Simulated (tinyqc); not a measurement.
# Stress in a transistor channel from embedded alloy regions, liners and fins, by half-space elasticity, step by step

A worked calculation. Computed by tinyqc, a small Python program that keeps every step. Command: `OMP_NUM_THREADS=1 python tinyqc.py 3020754 3020755 out.jsonl stressor walk`. One thread of a shared host (Intel(R) Xeon(R) Processor @ 2.30GHz), about 0.01 s of CPU time with the checks. Intermediate numbers are printed to about 6 digits and carried at full precision; extremes and crossings named in words are read from the listed rows.

Plane strain in an isotropic half-space, the same constants everywhere; x along the channel from its centre, y downwards from the free surface; stress is positive in tension.

Inputs (values chosen for the exercise, modelled on silicon): alloy fraction x = 0.55; lattice change per unit x, beta = 0.0424; Young's modulus E = 170 GPa; Poisson ratio nu = 0.25; channel length L = 78 nm; length of each stressor S = 30 nm; recess depth d = 20 nm; depth of the field point y = 2 nm; liner stress = -2.4 GPa; liner thickness t = 65 nm; length of a cut fin or stripe = 540 nm; height of the strained layer h = 56 nm; longitudinal piezoresistance coefficient = 75.4 1e-11/Pa; vertical piezoresistance coefficient = -1.2 1e-11/Pa.

Stressor: Si(1-x)Ge(x) source and drain.

## Misfit and the pressure on the side walls

Misfit e = beta x. A fully constrained inclusion holds the stress -p with p = E e/(1 - 2 nu); a blanket film would hold -E e/(1 - nu) in the plane.

misfit e = 0.02332

p = 7.9288 GPa

stress of a blanket film = -5.28587 GPa

Caution: at such misfit the regions may relax by dislocations, and linear elasticity is rough.

## Stress at the centre of the channel

A line element dA of misfit at (a, c) in the half-space gives, with C = E e/(2 pi (1 - nu)), X = x - a, r1^2 = X^2 + (y - c)^2, r2^2 = X^2 + Y^2, Y = y + c: s_xx = -C dA {[X^2 - (y - c)^2]/r1^4 + 3 [X^2 - Y^2]/r2^4 + 4 y Y (Y^2 - 3 X^2)/r2^6}, s_yy = C dA {[X^2 - (y - c)^2]/r1^4 - [X^2 - Y^2]/r2^4 + 4 y Y (Y^2 - 3 X^2)/r2^6}. These are integrated over two rectangles, L/2 < |a| < L/2 + S, 0 < c < d (closed form in a, 200 Gauss-Legendre points in c).

s_xx = -1225.54 MPa

s_yy = -4.03641 MPa

s_xx over the blanket-film stress = 0.231851

The channel is compressed along its length; s_yy is 0.0033 of s_xx in size and vanishes at the surface.

## Closed form at the surface

At x = y = 0 the integral is s_xx = -(4/pi) [E e/(1 - nu)] [arctan(2 d/L) - arctan(d/(L/2 + S))].

s_xx at the surface = -1290.36 MPa

For fixed L and S it is largest at d = sqrt((L/2)(L/2 + S)) = 51.9 nm; d is short of that.

## A stressed liner, as two edge forces

The liner over source and drain ends at the gate, x = -/+ L/2, and pulls there with the force per width F = (liner stress) t along the surface. A tangential line force gives s_xx = (2 F/pi) X^3/(X^2 + y^2)^2 at the distance X; two of them add at the centre, X = L/2. For L > 3.5 y the concentrated force is an upper bound.

edge force F = -156 N/m

s_xx from the liner = -5066.28 MPa

Caution: the real force is spread over several liner thicknesses, so for a channel this short the concentrated force clearly overstates the stress.

## Mobility change, linear estimate

d mu/mu = -(pi_L s_xx + pi_z s_yy) for the embedded regions alone; the stress across the width is left out.

mobility change = 92.4005 %

The vertical stress supplies -0.0048 of these points. Caution: beyond a few hundred MPa bulk piezoresistance coefficients no longer describe an inversion layer well.

## Relaxation at the ends of a cut stripe

Shear-lag estimate for a stripe of length l and height h on a like substrate: the stress along it is s(x)/s_film = 1 - cosh(x/lam)/cosh(l/(2 lam)), lam = (pi/2) g h with g = 1.258; mean = 1 - (2 lam/l) tanh(l/(2 lam)).

transfer length lam = 110.659 nm

share kept at the centre = 0.826979

share kept on average = 0.596331

The ends reach the centre.

## Along the channel and with depth

The formulas are those given above.

Stress (MPa):
```
2x/L  s_xx at y  s_yy at y  s_xx at d/2  s_xx at 1.5 d
0.0    -1225.54    -4.0364     -859.348        -37.414
0.2    -1279.26    -4.4828     -862.025        -20.639
0.4    -1446.65    -5.6883     -858.184         25.073
0.6    -1729.08    -6.0183     -814.386         92.392
0.8    -1975.63    10.7985     -775.853        215.535
```

Near the surface s_xx changes by +61 % from the centre to 2x/L = 0.8. At the centre, s_xx at half the recess depth is 0.70 of its value at y, and below the recess 0.03. An element acts with the sign of X^2 - (y - c)^2, so its direct term reverses where the offset in depth exceeds the lateral distance, and the image terms that amplify the stress near the surface fade with depth.

## Shrinking the pitch

L and S are scaled together at fixed d, then S alone, then L alone.

S_xx at the centre (MPa):
```
scale  L and S scaled   S alone   L alone
0.35         -1437.22   -566.65  -3012.21
0.50         -1564.80   -754.40  -2448.91
0.70         -1468.14   -967.36  -1832.60
1.00         -1225.54  -1225.54  -1225.54
1.40          -961.76  -1488.56   -776.57
2.00          -710.43  -1771.19   -449.23
3.00          -488.02  -2074.15   -227.45
```

Halving S alone keeps 0.62 of the stress, halving L alone gives 2.00, and halving both 1.28: a shorter channel brings the walls closer, a shorter stressor brings its far wall, which pulls the other way, closer too. Neighbouring devices are left out.

Checks made by the program: surface stress against its closed form; zero normal stress at the surface (relative difference below 1e-10).
